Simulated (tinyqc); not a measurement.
Defect equilibria of an oxide against oxygen pressure (mass action). From one set of inputs to another, one input at a time. Computed by tinyqc, a small Python program. Command: `OMP_NUM_THREADS=1 python tinyqc.py 3006081 3006082 out.jsonl brouwer ladder`. One thread of a shared host (Intel(R) Xeon(R) Processor @ 2.30GHz), about 0.01 s of CPU time with the checks.

Defects: oxygen vacancies V (charge +2), electrons n, holes p, the ionic partner X = O_i'' (charge -2), and the dopant. Activities are taken equal to concentrations.

The inputs printed are set A. Inputs not listed in the table keep their values of set A, so the rows need not describe a real material.

Inputs (values chosen for the exercise, for a model oxide):
```
quantity                           value             unit
reduction enthalpy H_r              3.57               eV
prefactor K_r0                   2.9e+67  cm^-9 atm^(1/2)
gap E_g                             2.96               eV
prefactor N_c N_v                5.4e+42            cm^-6
disorder enthalpy H_s               2.77               eV
prefactor K_s0                   3.2e+45            cm^-6
dopant density N_d               6.2e+17            cm^-3
temperature T                       1300                K
oxygen pressure P                  4e-06              atm
electron mobility mu_n             0.011       cm^2/(V s)
hole mobility mu_p                 0.071       cm^2/(V s)
vacancy diffusion prefactor D_0   0.0014           cm^2/s
vacancy migration energy E_m         1.1               eV
```

Ionic disorder: anion Frenkel. Dopant (singly charged, fully ionised): donor.

Constants: k_B = 8.617333262e-05 eV/K; e = 1.602176634e-19 C.

Method:
- K_r = K_r0 exp(-H_r/k_B T) = [V] n^2 P^(1/2); K_i = N_c N_v exp(-E_g/k_B T) = n p; K_s = K_s0 exp(-H_s/k_B T) = [X] [V].
- Neutrality: 2 [V] + p + N_d = n + 2 [X]. With n as the unknown, [V] = K_r/(n^2 P^(1/2)), p = K_i/n, [X] = K_s/[V]; the log ratio is ln(positive/negative).
- The root is found by 60 bisections in ln n between n = 1e-10 and 1e25 cm^-3.
- sigma_n = e n mu_n, sigma_p = e p mu_p, sigma_ion = 2 e [V] mu_V with mu_V = 2 e D/(k_B T) and D = D_0 exp(-E_m/k_B T); only the oxygen vacancies carry ionic current, and the ionic transport number is sigma_ion over the total.

Each row keeps all changes above it:
```
input moved                           from       to   n (cm^-3)  [V] (cm^-3)  ionic transport number
set A                                    -        -  7.6848e+18   3.5489e+18              1.1415e-04
oxygen pressure P (atm)              4e-06      0.5  1.1859e+18   4.2152e+17              8.7853e-05
disorder enthalpy H_s (eV)            2.77     4.17  1.3104e+18   3.4521e+17              6.5112e-05
reduction enthalpy H_r (eV)           3.57     4.12  6.4125e+17   1.0632e+16              4.0976e-06
vacancy migration energy E_m (eV)      1.1     0.78  6.4125e+17   1.0632e+16              7.1296e-05
gap E_g (eV)                          2.96     2.68  6.4155e+17   1.0623e+16              7.0973e-05
dopant density N_d (cm^-3)         6.2e+17  1.1e+18  1.1072e+18   3.5664e+15              1.3839e-05
temperature T (K)                     1300     1400  1.1868e+18   4.2938e+16              2.3626e-04
```

Which inputs carry the difference?

n goes from 7.68e18 to 1.19e18, a factor 0.154 in all. The largest single move comes from oxygen pressure P (a factor 0.154), and dopant density N_d works against it (a factor 1.73). [V] goes from 3.55e18 to 4.29e16, a factor 0.0121 in all. The largest single move comes from reduction enthalpy H_r (a factor 0.0308), and temperature T works against it (a factor 12.0). Ionic transport number goes from 1.14e-4 to 2.36e-4, a factor 2.07 in all. The largest single move comes from vacancy migration energy E_m (a factor 17.4), and reduction enthalpy H_r works against it (a factor 0.0629). The single moves hold for this order of the switches; the total does not depend on the order.

Extremes, crossings and ranges named in words are read from the listed rows.
